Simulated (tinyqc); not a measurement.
Read current of a NAND string, cells in series solved by shooting: one step of the calculation.

Cells in series, numbered from 0 at the source line (0 V) to the bit line, each followed by a gap resistance Rg. A cell with gate Vg, threshold VT, source Vs and drain Vd passes I = 2 nf K Vt^2 [F(Vs) - F(Vd)]/(1 + th max(Vg - VT, 0)), F(V) = ln^2(1 + exp((Vg - VT - nf V)/(2 nf Vt))). The selected cell has Vg = Vr, the others Vg = Vp.

Question. Node voltages for a trial current. For a trial current I start at 0 V and, cell by cell (the selected one is cell 3), solve for the drain: sqrt(F(Vd)) = sqrt(F(Vs) - I/k), k = 2 nf K Vt^2/(1 + th max(Vg - VT, 0)), Vd = [Vg - VT - 2 nf Vt ln(exp(sqrt F) - 1)]/nf, then add I Rg.

Parameters, values chosen for the exercise; values of the order met in vertical NAND strings:
```
symbol,value,unit,meaning
T,300,K,temperature
K,14,uA/V^2,gain factor of a cell
nf,2.2,,slope factor
th,0.06,1/V,mobility reduction factor
Rg,3.7,kohm,resistance of the gap between cells
Vbl,0.4,V,bit-line voltage
Vp,6.8,V,pass voltage
Vr,2.95,V,read voltage on the selected word line
```

Constants: q = 1.602176634e-19 C, kB = 1.380649e-23 J/K, Vt = kB T/q. Results are converted to the units shown.

second trial current = 3 uA
thresholds from the source end, cell 0 to 3 (V): [-2.4, -2.4, -2.4, 1.3]

Find: node voltage after each cell and gap, trial 2.

Answer.

node voltage after each cell and gap, trial 2, cell 0 to 3 (V): [0.04741, 0.09523, 0.1435, 0.3690]

Computed by the program tinyqc: `OMP_NUM_THREADS=1 python tinyqc.py 2142103 2142104 out.jsonl`, one thread of a shared Intel Xeon 2.30GHz, about 0.6 s for the whole run.
